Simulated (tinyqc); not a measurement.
How thick the regions must be: band offset from the macroscopic average of a supercell potential.

A model of the planar-averaged electrostatic energy of an electron in a periodic cell of N1 periods of A (L1 = N1 n1 h) and N2 periods of B (L2 = N2 n2 h), on z_j = j h: V(z) = f VA + (1 - f) VB + F t(z), VA = V1[0] + V1[1] cos(2 pi z/(n1 h)) + V1[2] cos(4 pi z/(n1 h)), VB the same with V2, n2 and z - L1. f = [tanh(z/w) - tanh((z - L1)/w) + tanh((z - L1 - L2)/w)]/2 + 1/2; t(z) = z - L1/2 in A and (L1/L2)(L1 + L2/2 - z) beyond, so that the cell is periodic.

Running mean over n points, periodic: for odd n the plain mean of the n points centred on j; for even n the n + 1 points with half weight at both ends. The macroscopic average applies the mean over n1 points and then over n2 points.

Parameters, chosen for this exercise (gaps near those of InAs and GaSb; shifted at random, so the results belong to these values and not to a real crystal): h = 0.3 angstrom (grid step); n1 = 6 (grid points per period of A); n2 = 6 (grid points per period of B); V1 = (-4.08, 3.81, 0.15) eV (mean and two harmonics of the potential in A); V2 = (-11.42, 2, -0.6) eV (the same in B); w = 0.44 angstrom (width of the interfaces).

N1 = N2 = N, no slope (F = 0); dV is read at j = floor(N n1/2) and N n1 + floor(N n2/2). The exact value is V2[0] - V1[0].

Results:
```
N  L1 (angstrom)  dV (eV)  error (meV)
1           1.80  -2.5012      4838.82
2           3.60  -6.8890       450.99
3           5.40  -7.3311         8.91
4           7.20  -7.3398         0.18
5           9.00  -7.3400         0.00
6          10.80  -7.3400         0.00
```

How do the results move, and what explains it?

The error is below 10 meV from N = 3 on. The two windows together span 3.60 angstrom and must fit between the interface tails, which fall as exp(-2 z/w); the errors at N = 2, 3 and 4 are 450.99, 8.91 and 0.18 meV.

Program tinyqc; command `OMP_NUM_THREADS=1 python tinyqc.py 1880684 1880685 out.jsonl`; about 0.01 s on one thread of a shared Intel(R) Xeon(R) Processor @ 2.30GHz.
